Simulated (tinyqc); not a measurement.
# Worked calculation: gate-all-around wire with two subbands, quantum capacitance

Numbers from tinyqc (`OMP_NUM_THREADS=1 python tinyqc.py 2200026 2200027 out.jsonl`; about 0.01 s on one thread of a shared Intel Xeon 2.30GHz). Printed values are rounded.

phi is the Fermi level above the lowest subband edge, in volts; Vg is counted from the gate voltage at which an empty wire would have phi = 0. Both directions of motion are filled (equilibrium).

Inputs (values chosen for the exercise):
```
symbol,value,unit,meaning
T,150,K,temperature
eox,3.9,,relative permittivity of the gate insulator (close to silicon dioxide)
tox,15,nm,insulator thickness
md,0.31,m0,mass along the wire
gv,4,,valley degeneracy
E2,0.19,eV,second subband above the first
g2,1,,orbital degeneracy of the second subband
rw,2.1,nm,radius of the wire
Vg,0.32,V,gate voltage
```

Constants: q = 1.602176634e-19 C, kB = 1.380649e-23 J/K, hbar = 1.054571817e-34 J s, m0 = 9.1093837015e-31 kg, Vt = kB T/q, eps0 = 8.8541878128e-14 F/cm where lengths are in cm. Results are converted to the units shown.

## Gate capacitance

Cox = 2 pi eps0 eox/ln(1 + tox/rw) per length.

Cox = 1.034584 pF/cm

## Starting value

phi = Vg.

phi at the start = 0.32 V

## Iteration 1: new phi

N1 = gv sqrt(2 md m0 kB T/(pi hbar^2)); n1 = N1 F(phi/Vt), n2 = g2 N1 F((phi - E2)/Vt), n = n1 + n2, F(e) = (1/sqrt(pi)) int_0^infinity u^(-1/2) du/(1 + exp(u - e)); Cq = q dn/dphi = (q N1/Vt) [F'(phi/Vt) + g2 F'((phi - E2)/Vt)]. Newton: f = phi + q (n)/Cox - Vg, phi(new) = phi - f/(1 + (Cq)/Cox).

n1 = 4.106207e7 cm^-1
n2 = 2.607757e7 cm^-1
Cq = 26.67076 pF/cm
f = 10.39738 V
phi after iteration 1 = -0.06826284 V

## Iteration 2: new phi

As before.

n1 = 37097.74 cm^-1
n2 = 0.01538817 cm^-1
Cq = 0.4581801 pF/cm
f = -0.3825178 V
phi after iteration 2 = 0.1968472 V

## Iteration 3: new phi

As before.

n1 = 3.216901e7 cm^-1
n2 = 6.004753e6 cm^-1
Cq = 52.08589 pF/cm
f = 5.788512 V
phi after iteration 3 = 0.08410913 V

## Course of the iteration

Stop when the step is below 1e-10 V, or after 40 iterations.

Course of the iteration:
```
iteration  phi before the step (V)   step (V)
1                             0.32     -0.388
2                      -0.06826284      0.265
3                        0.1968472     -0.113
4                       0.08410913     -0.141
5                      -0.05718521      0.179
6                        0.1216862     -0.208
7                      -0.08654947      0.366
8                        0.2790433     -0.296
9                      -0.01681287    4.27e-3
10                     -0.01254473   -3.93e-4
11                     -0.01293731   -3.56e-6
12                     -0.01294088  -2.93e-10
13                     -0.01294088          0
```

Converged in 13 iterations.

## Charge and capacitances at the solution

converged phi = -0.01294088 V

N1 = gv sqrt(2 md m0 kB T/(pi hbar^2)); n1 = N1 F(phi/Vt), n2 = g2 N1 F((phi - E2)/Vt), n = n1 + n2, F(e) = (1/sqrt(pi)) int_0^infinity u^(-1/2) du/(1 + exp(u - e)); Cq = q dn/dphi = (q N1/Vt) [F'(phi/Vt) + g2 F'((phi - E2)/Vt)]. 1/C_G = 1/Cox + 1/(Cq); dphi/dVg = Cox/(Cox + Cq).

n = 2.149920e6 cm^-1
Cq = 21.46736 pF/cm
C_G = 0.9870159 pF/cm
dphi/dVg = 0.04597751

Cq is 20.7 times Cox, so C_G is 95.4 % of Cox.
